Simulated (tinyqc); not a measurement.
Inside a calculation. Model: valley-orbit splitting of a donor ground state, with strain. Computed by tinyqc, a small Python program that keeps every step. Command: `OMP_NUM_THREADS=1 python tinyqc.py 3018468 3018469 out.jsonl valleyorbit walk`. One thread of a shared host (Intel(R) Xeon(R) Processor @ 2.30GHz), about 0.01 s of CPU time with the checks. Intermediate numbers are printed to about 6 digits and carried at full precision; extremes and crossings named in words are read from the listed rows.

The basis is the 1s envelope in each valley; energies are counted from the unstrained conduction-band edge. The strain is e_s (a a^T - 1/3) for the unit stress axis a, so valley j along n_j moves by Xi_u e_s w_j with w_j = (n_j.a)^2 - 1/3: +1/6 for x and y, -1/3 for z. The splitting at the zone boundary that a [110] shear adds for <100> valleys is left out.

Inputs (values chosen for the exercise, modelled on donors in silicon):
```
quantity                                    value   unit
single-valley binding energy E_0             30.9    meV
central-cell shift Lambda                    3.06    meV
coupling Delta_1                             3.59    meV
coupling Delta_2                             2.98    meV
shear deformation potential Xi_u             8.72     eV
shear strain e_s                          -0.0013      -
temperature T                                 4.2      K
donor density N_D                           8e+17  cm^-3
density-of-states mass of one valley m_e    0.324    m_0
```

Valleys: six along <100>. Stress axis: [110].

Constants: k_B = 8.617333262e-05 eV/K; m_0 = 9.1093837015e-31 kg; k_B = 1.380649e-23 J/K; h = 6.62607015e-34 J s.

## Levels without strain

By symmetry: E(A1) = E_0 + Lambda + 4 Delta_1 + Delta_2 (one state), E(T2) = E_0 + Lambda - Delta_2 (three), E(E) = E_0 + Lambda - 2 Delta_1 + Delta_2 (two), as binding energies.

E(A1) = 51.3 meV

E(T2) = 30.98 meV

E(E) = 29.76 meV

Only A1 has all valley amplitudes in phase, so only it has weight at the nucleus. Of the upper states T2 is bound more strongly, because Delta_1 is larger than Delta_2.

## The valley matrix under strain

H_jj = -(E_0 + Lambda) + Xi_u e_s w_j; H_jk = -Delta_2 between opposite valleys and -Delta_1 between perpendicular ones.

H (meV), lower triangle (symmetric):
```
          +x        -x        +y        -y        +z        -z
+x  -35.8493
-x   -2.9800  -35.8493
+y   -3.5900   -3.5900  -35.8493
-y   -3.5900   -3.5900   -2.9800  -35.8493
+z   -3.5900   -3.5900   -3.5900   -3.5900  -30.1813
-z   -3.5900   -3.5900   -3.5900   -3.5900   -2.9800  -30.1813
```

## Levels and ground state under strain

Diagonalise H; the ground vector has positive components. The density at the nucleus, and so the contact hyperfine coupling, scales as (sum_j c_j)^2/(number of valleys), which is 1 without strain; the envelopes are held fixed.

levels (meV): -51.6008  -32.8693  -32.8693  -31.6493  -27.5698  -27.2013

valley amplitudes of the ground state: +x 0.437984, -x 0.437984, +y 0.437984, -y 0.437984, +z 0.341086, -z 0.341086

hyperfine ratio A/A_0 = 0.987481

The valleys that move down hold 76.7 % of the ground state, against 66.7 % without strain.

## Binding energy under strain

The binding energy is counted from the lowest valley edge, min_j Xi_u e_s w_j; the gap is from the ground state to the next level.

binding energy under strain = 49.7115 meV

gap to the first excited state = 18.7315 meV

## Populations and ionisation

z = sum over levels of exp(-(E - E_ground)/k_B T), the ground-state share being 1/z; N_c = 2 (2 pi m_e k_B T/h^2)^(3/2) sum_j exp(-(shift_j - lowest shift)/k_B T); n1 = N_c/(2 z) exp(-binding/k_B T), binding = lowest shift - E_ground; without compensation n = 2 N_D/(1 + sqrt(1 + 4 N_D/n1)) (Boltzmann statistics; p and higher states left out).

partition sum z = 1

share of neutral donors in the ground state = 1

N_c = 3.06649e+16 cm^-3

n1 = 3.42311e-44 cm^-3

free electrons n = 1.65484e-13 cm^-3

Caution: at this donor density neighbouring orbits begin to overlap and the depth shrinks, which a fixed level leaves out. Caution: n is below one electron per cm^3, so thermal ionisation is negligible and the number is formal.

## Strain dependence

The contact hyperfine ratio is A/A_0 = (sum_j c_j)^2/(number of valleys), c_j the valley amplitudes of the ground state; binding from the lowest valley edge.

Against strain:
```
e_s       Xi_u e_s (w_max - w_min) (meV)  binding (meV)  gap to next level (meV)     A/A_0
-0.01000                        -43.6000        46.0751                  15.0951  0.829797
-0.00390                        -17.0040        47.8179                  16.8379  0.930781
-0.00130                         -5.6680        49.7115                  18.7315  0.987481
-0.00039                         -1.7004        50.7622                  19.7822  0.998690
0.00039                           1.7004        50.1970                  19.2170  0.998546
0.00130                           5.6680        47.8782                  16.8982  0.982478
0.00390                          17.0040        43.3077                  12.3277  0.851781
0.01000                          43.6000        39.5797                   8.5997  0.584014
```

A/A_0 falls for either sign of strain, to 0.830 and 0.584 at the ends; its limits are the shares of the valleys that end up lowest, 4/6 under compression and 2/6 under tension. Near zero strain A/A_0 changes in second order, the binding in first. The binding energy drops from 51.30 meV to 46.08 and 39.58 meV, since fewer valleys share the valley-orbit gain.

## Do the excited 1s states matter for ionisation?

No strain here. The last two columns set z = 1, with the A1 depth, or use one level at E_0 with z equal to the number of valleys.

Ionised share:
```
T (K)        z  all 1s states  ground state alone  no splitting
30     1.00164    3.63360e-05         3.63657e-05   7.67330e-04
50     1.04034    2.76378e-03         2.81889e-03   1.22197e-02
74     1.19219    2.36337e-02         2.57766e-02   5.14083e-02
110    1.55781    9.96937e-02         1.22821e-01   1.45183e-01
150    2.00072    2.13497e-01         2.87440e-01   2.62765e-01
240    2.82895    4.49675e-01         6.24637e-01   4.87796e-01
400    3.73442    6.98205e-01         8.73509e-01   7.17037e-01
```

z grows from 1.002 to 3.73 of at most 6. Leaving out the excited states overstates the ionised share by up to 38.9 % (at 240 K); ignoring the splitting misses by a factor 21.1 at the lowest T and 1.03 at the highest.

Checks made by the program: symmetry formulas against diagonalisation (relative difference below 1e-10).
